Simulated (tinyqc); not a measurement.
Solubility, supersaturation, precipitation and gettering of an impurity in a silicon-like host: one step, computed by the program tinyqc.

The wafer was saturated at T1 and is then held at T.

Task: Segregation into a layer on one face. k = k_0 exp(E_g/(k_B T)); in equilibrium the bulk keeps C/C0 = 1/(1 + k t_g/w). For a strong sink on one face the slowest diffusion mode has tau_w = 4 w^2/(pi^2 D), and C/C0 is estimated as c_eq + (1 - c_eq)(8/pi^2) sum over odd m up to 99 of exp(-m^2 t/tau_w)/m^2. Precipitation is left out here.

Inputs (values chosen for the exercise, modelled on iron in silicon):
```
quantity                       value        unit
temperature of saturation T1    1475           K
anneal temperature T             983           K
anneal time t                    2.2           s
wafer thickness w                775  micrometre
segregation energy E_g          0.98          eV
segregation prefactor k_0     0.0051           -
getter layer thickness t_g      0.82  micrometre
```

Gettering: segregation gettering in a layer.

D(T) = 3.270809e-07 cm^2/s

Constants: k_B = 8.617333262e-05 eV/K.

Give: segregation coefficient k; equilibrium C/C0; tau_w; mean C/C0 at t.

Result:

segregation coefficient k = 539.47

equilibrium C/C0 = 0.63662

tau_w = 7442.3 s

mean C/C0 at t = 0.99550

Diffusion and capacity both matter. Caution: the barrier to homogeneous nucleation is below 35 k_B T for these inputs, so new precipitates would form and outnumber the fixed sinks assumed here. Caution: for so short a time the series is cut off too early to be exact.
